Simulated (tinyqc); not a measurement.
# Worked calculation: floating body of a partially depleted SOI transistor: body voltage and kink

Program tinyqc, `OMP_NUM_THREADS=1 python tinyqc.py 2182046 2182047 out.jsonl`; Intel Xeon 2.30GHz, shared host, one thread, about 0.2 s. Printed values are rounded.

Source at 0 V. Channel current Ic = 2 nf K Vt^2 [F(0) - F(Vd)](1 + la Vd), F(V) = ln^2(1 + exp((Vg - VT - nf V)/(2 nf Vt))), VT = VT0 - gb Vb. Saturation voltage Vs = 2 Vt sqrt(F(0)) + 3 Vt, excess Ve = (Vd - Vs + sqrt((Vd - Vs)^2 + 0.0004 V^2))/2, multiplication M1 = Ai Ve exp(-Bl/Ve). Each junction passes D(v) = J1 (exp(v/Vt) - 1) + J2 (exp(v/(2 Vt)) - 1). Bipolar current Ib = bb J1 (exp(Vb/Vt) - 1). The body settles where M1 (Ic + Ib) = D(Vb) + D(Vb - Vd) + Vb/Rb; drain current Id = (1 + M1)(Ic + Ib) - D(Vb - Vd).

Parameters, values chosen for the exercise; values of the order met in partially depleted silicon-on-insulator transistors:
- T = 358 K (temperature)
- VT0 = 0.35 V (threshold at zero body voltage)
- gb = 0.12 (fall of the threshold per volt of body voltage)
- nf = 1.4 (slope factor)
- K = 110 uA/(V^2 um) (gain factor per width)
- la = 0.07 1/V (channel-length modulation factor)
- Ai = 3.62 1/V (impact-ionisation prefactor)
- Bl = 7.7 V (impact-ionisation voltage)
- J1 = 2.7e-10 uA/um (diffusion saturation current of each junction)
- J2 = 1.5e-7 uA/um (recombination saturation current of each junction)
- bb = 3 (gain of the lateral bipolar transistor on the diffusion current)
- Rb = 1e9 kohm um (resistance of a weak body tie to the source (1e9 stands for no tie, and the term is then dropped))
- Vg = 0.31 V (gate voltage)
- Vd = 2.1 V (drain voltage)

Constants: q = 1.602176634e-19 C, kB = 1.380649e-23 J/K, Vt = kB T/q. Results are converted to the units shown.

Range of the model: The multiplication law is an empirical form chosen for the exercise; self-heating and capacitive coupling to the body are left out, and the linear laws are rough once Vb passes about 0.7 V or M1 about 0.1.

## Starting value

Vb = 0.69 V.

Vb at the start = 0.69 V

## Iteration 1: new Vb

Current into the body I_in = M1 (Ic + Ib) - D(Vb - Vd), current out I_out = D(Vb) + Vb/Rb; f = ln(I_in/I_out), s = df/dVb by central differences over 1e-5 V, Vb(new) = Vb - f/s.

Ic = 0.3171791 uA/um
Ve = 1.947574 V
M1 = 0.1352570
I_in = 0.6093797 uA/um
I_out = 1.406841 uA/um
f = -0.8366608
s = -2.168104 1/V
Vb after iteration 1 = 0.3041049 V

## Iteration 2: new Vb

As before.

Ic = 0.1523077 uA/um
Ve = 1.965973 V
M1 = 0.1416815
I_in = 0.02158154 uA/um
I_out = 2.573827e-5 uA/um
f = 6.731615
s = -17.62944 1/V
Vb after iteration 2 = 0.6859443 V

## Course of the iteration

Stop when the step is below 1e-10 V, or after 40 iterations.

Course of the iteration:

| iteration | Vb before the step (V) | step (V) |
|---|---|---|
| 1 | 0.69 | -0.386 |
| 2 | 0.3041049 | 0.382 |
| 3 | 0.6859443 | -0.342 |
| 4 | 0.3443455 | 0.305 |
| 5 | 0.6496706 | -0.109 |
| 6 | 0.5403609 | 0.0450 |
| 7 | 0.5853896 | 6.28e-3 |
| 8 | 0.5916706 | 2.25e-4 |
| 9 | 0.5918958 | 3.01e-7 |
| 10 | 0.5918961 | 5.37e-13 |

Converged in 10 iterations.

## Drain current with floating and with grounded body

converged Vb = 0.5918961 V

Id and VT at the converged Vb, Id at Vb = 0, their ratio, and the bipolar share Ib/(Ic + Ib).

VT = 0.2789725 V
Id, floating = 0.5000134 uA/um
Id, grounded = 0.09180813 uA/um
ratio = 5.446287
bipolar share = 39.60420 %

The body rises to 0.592 V and lowers the threshold by 71.0 mV.
